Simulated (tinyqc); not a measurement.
## Composition from the perpendicular lattice constant

Question. The layer is x parts of the first compound and 1 - x of the second, grown coherently on the third as substrate and barrier. Rows of the table: lattice constant a, average valence level Ea on an absolute scale, spin-orbit splitting so, gaps at Gamma, X and L, hydrostatic deformation potentials av and ac (Gamma), shear potential b, elastic constants, electron and heavy-hole (along z) masses. All are interpolated linearly in x; gaps get -C x (1 - x), taken wholly in the conduction band; real line-ups can differ from this model by 0.1 eV or more. In-plane strain e = (a_substrate - a)/a, e_z = -2 (c12/c11) e, volume change 2 e + e_z. X-ray diffraction gives a_z = a (1 + e_z) of the coherent layer. Find x, e and the relaxed Gamma gap.

Parameters, values chosen for the exercise: bowing of the Gamma gap CG = 1.43 eV; bowing of the X gap CX = 1.2 eV; bowing of the L gap CL = 1.2 eV.

Binary compounds, values chosen for the exercise:
```
,close to GaSb,close to GaAs,close to InP
a (angstrom),6.096,5.653,5.869
Ea (eV),-6.25,-6.92,-7.04
so (eV),0.75,0.343,0.111
EG (eV),0.719,1.41,1.36
EX (eV),1.03,1.93,2.2
EL (eV),0.809,1.73,1.94
av (eV),0.781,1.15,1.28
ac (eV),-6.82,-7.18,-5.02
b (eV),-1.99,-1.7,-1.7
c11 (GPa),87.6,120,100
c12 (GPa),40.8,53.6,56.3
me (m0),0.0389,0.0671,0.08
mh (m0),0.253,0.351,0.524
```

lattice constant along the growth direction = 5.93881101 angstrom

Solution. a_z changes steadily with x, about (1 + 2 c12/c11) times as fast as the relaxed lattice constant, so one composition matches.

x = 0.570
e = -0.618 %
relaxed Gamma gap = 0.666 eV

tinyqc, about 0.01 s, one thread, Intel Xeon 2.30GHz (shared host): `OMP_NUM_THREADS=1 python tinyqc.py 2690125 2690126 out.jsonl`
